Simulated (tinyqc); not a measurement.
Admittance spectroscopy and thermally stimulated current of one trap level in a depletion layer: one step, computed by the program tinyqc.

A Schottky junction on n-type material holds one donor-like electron trap; shallow donors are fully ionised and abrupt depletion edges are assumed.

Task: The capacitance step. With E_c - E_F = k_B T_p ln(N_c/N): lambda = sqrt(2 eps eps_0 (E_t - (E_c - E_F))/(e^2 N)); traps are empty and charged for x < x_t = w - lambda, and V_b = e (N w^2 + N_t x_t^2)/(2 eps eps_0). High frequency: C_hf = eps eps_0/w. Low frequency: C_lf = eps eps_0 (N + N_t)/(N w + N_t x_t).

Inputs (values chosen for the exercise, modelled on n-type GaAs):

| quantity | value | unit |
|---|---|---|
| dielectric constant eps | 12.9 | - |
| shallow doping N | 2.4e+16 | 1/cm^3 |
| trap density N_t | 2.9e+15 | 1/cm^3 |
| trap depth E_t below the band | 0.262 | eV |
| band bending V_b | 0.93 | V |

E_c - E_F = k_B T_p ln(N_c/N) = 0.05530135 eV

Constants: eps_0 = 8.8541878128e-12 F/m; e = 1.602176634e-19 C.

Give: lambda; depletion width w; crossing point x_t; C_hf; C_lf; step (C_lf - C_hf)/C_hf; small-N_t estimate (N_t/N)(lambda/w).

Result:

lambda = 110.8 nm

depletion width w = 231.3 nm

crossing point x_t = 120.5 nm

C_hf = 49.38 nF/cm^2

C_lf = 52.07 nF/cm^2

step (C_lf - C_hf)/C_hf = 0.05446

small-N_t estimate (N_t/N)(lambda/w) = 0.05789

Reading N_t/N straight from the step would give 0.0545 against the true 0.121: the factor lambda/w must be known.
